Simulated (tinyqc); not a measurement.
# Ballistic Schottky-barrier transistor with a two-dimensional channel, WKB contacts: ambipolar transfer curve

Source Fermi level 0, drain Fermi level -Vd. Far from the contacts Ec = pn - psi, and the gate moves psi one to one; the band edges relax as exp(-x/lam) from pn at the source and pn - Vd at the drain; Ev = Ec - Eg. A carrier of energy w inside the channel band meets at a contact a barrier of height D (the contact edge beyond the channel edge): T = 1 for w >= D, else exp(-S), S = 4 lam sqrt(m/C) [sqrt(D - w) - sqrt(w) arctan sqrt((D - w)/w)], C = hbar^2/(2 m0). The two contacts combine as Ts Td/(Ts + Td - Ts Td).

I/W = g (2 q^2/h) int T(w) [N(Es + w) - N(Ed + w)] dw with w the energy of motion along the channel, N(y) = (1/2 pi) sqrt(pi m kB T/C) Fm(-y/kB T), Fm(x) = (1/sqrt(pi)) int_0^infinity u^(-1/2)/(1 + exp(u - x)) du. Electrons: Ds = psi, Dd = psi - Vd, Es = Ec, Ed = Ec + Vd. Holes: Ds = -psi, Dd = Vd - psi, Es = -Ev, Ed = -Ev - Vd. The size of each current is taken; both flow from drain to source and add. The integrals are converged. Swing = d(psi)/d(log10 I).

Parameters, values chosen for the exercise; channel values close to those of a tungsten diselenide layer:
```
symbol  value  unit                                 meaning
T         300     K                             temperature
Eg        1.4    eV                                band gap
pn       0.49    eV  barrier for electrons at both contacts
mn       0.35    m0                           electron mass
mp       0.41    m0                               hole mass
g           2                           valleys or subbands
lam       1.6    nm        screening length at the contacts
Vd        0.7     V                              drain bias
```

Constants: q = 1.602176634e-19 C, kB = 1.380649e-23 J/K, hbar = 1.054571817e-34 J s, h = 6.62607015e-34 J s, m0 = 9.1093837015e-31 kg, Vt = kB T/q, hbar^2/(2 m0) = 0.0380998212 eV nm^2. Results are converted to the units shown.

Ambipolar transfer curve:
```
ps (V)  electrons (uA/um)  holes (uA/um)  I (uA/um)  swing (mV/decade)
-0.73           1.761e-18          7.062      7.062             -291.0
-0.6            2.690e-16          2.170      2.170             -220.8
-0.48           2.790e-14         0.5069     0.5069             -163.3
-0.35           4.261e-12        0.05504    0.05504             -112.0
-0.23           4.420e-10       0.003026   0.003026             -84.57
-0.11            4.585e-8       1.054e-4   1.054e-4             -82.25
0.02             5.359e-6       2.891e-6   8.250e-6              484.9
0.14             6.335e-5       1.159e-7   6.347e-5              109.1
0.27             0.001179       4.096e-9   0.001179              97.15
0.39              0.02258      2.226e-10    0.02258              90.69
0.52               0.6103      1.226e-11     0.6103              96.33
0.64                6.669      1.114e-12      6.669              144.6
```

What does the comparison show?

I goes from 7.06 through a minimum of 8.25e-6 (at ps = 0.02 V among the rows listed) to 6.67 uA/um; the exact minimum lies at psi = 0.0101 V. Holes carry the left branch and electrons the right. The ratio of the last row to the smallest is 8.08e5 and of the first row 8.56e5, with barriers of 0.49 eV for electrons and 0.910 eV for holes. The steepest swing among the rows is 82.2 mV/decade, against the thermionic limit 59.5.

Range of the model: No scattering, image-force lowering, channel charge or band-to-band tunnelling; parabolic kappa overstates S deep in the gap.

Numbers from tinyqc (`OMP_NUM_THREADS=1 python tinyqc.py 2390014 2390015 out.jsonl`; about 0.5 s on one thread of a shared Intel Xeon 2.30GHz).
